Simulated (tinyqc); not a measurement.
Binary melting diagram from solution models of liquid and solid: one step, computed by the program tinyqc.

x is the fraction of B. In a phase with interaction L: mu_A = G_A + R T ln(1 - x) + L x^2, mu_B = G_B + R T ln x + L (1 - x)^2. Melting: G(liquid) - G(solid) = H (1 - T/T_m) for each pure component.

Problem. Temperature and melting free energies. T = T_A + u (T_B - T_A). The ideal solution has k_A = exp(dG_A/(R T)) = (1 - xs)/(1 - xl) and k_B = exp(dG_B/(R T)) = xs/xl, so xl = (1 - k_A)/(k_B - k_A).

Inputs (values chosen for the exercise, modelled on Si-Ge): melting point T_A = 1687 K; melting point T_B = 1211 K; heat of melting H_A = 50.2 kJ/mol; heat of melting H_B = 37.2 kJ/mol; position of T, (T - T_A)/(T_B - T_A) = 0.63.

Diagram: complete solid solution (lens).

Constants: R = 8.314462618 J/(mol K).

Give: T; dG_A; dG_B; ideal liquidus xl; ideal solidus xs.

Solution.

T = 1387.12 K

dG_A = 8.9235 kJ/mol

dG_B = -5.4101 kJ/mol

ideal liquidus xl = 0.75722

ideal solidus xs = 0.47369
